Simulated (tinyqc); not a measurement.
Disorder broadening of a semi-elliptic band in the self-consistent Born approximation: one step of the calculation.

The local Green function is G = g0(z - Sigma) with z = E + i eta and g0(z) = (z - sqrt(z - 2t) sqrt(z + 2t))/(2 t^2), principal roots; the self-energy is Sigma = D G. The density of states is -Im G/pi.

Problem. Density of states and lifetime. G = Sigma/D, density of states -Im G/pi, lifetime hbar/(2 |Im Sigma|); without disorder the density of states is -Im g0(z)/pi. Closed form: G = (z - sqrt(z^2 - 4 (t^2 + D)))/(2 (t^2 + D)) with the root that gives Im G < 0; for eta -> 0 a semi-ellipse of half-width 2 sqrt(t^2 + D).

Parameters, values chosen for the exercise:
```
symbol,value,unit,meaning
t,1,eV,hopping
D,0.23,eV^2,variance of the random site energy
eta,0.001,eV,bare broadening
E,1.075,eV,energy from the band centre
```

Constants: q = 1.602176634e-19 C, hbar = 1.054571817e-34 J s. Results are converted to the units shown.

converged Sigma = 0.10045633-0.18130732i eV

Find: density of states; lifetime; density of states without disorder.

Solution.

density of states = 0.2509 1/eV
lifetime = 1.815 fs
density of states without disorder = 0.2683 1/eV

Disorder makes the density of states at this energy 6.5 % below the clean value.

Range of the model: The self-consistent Born approximation misses band tails from rare fluctuations and localisation.

Program tinyqc, `OMP_NUM_THREADS=1 python tinyqc.py 2720024 2720025 out.jsonl`; Intel Xeon 2.30GHz, shared host, one thread, about 0.01 s.
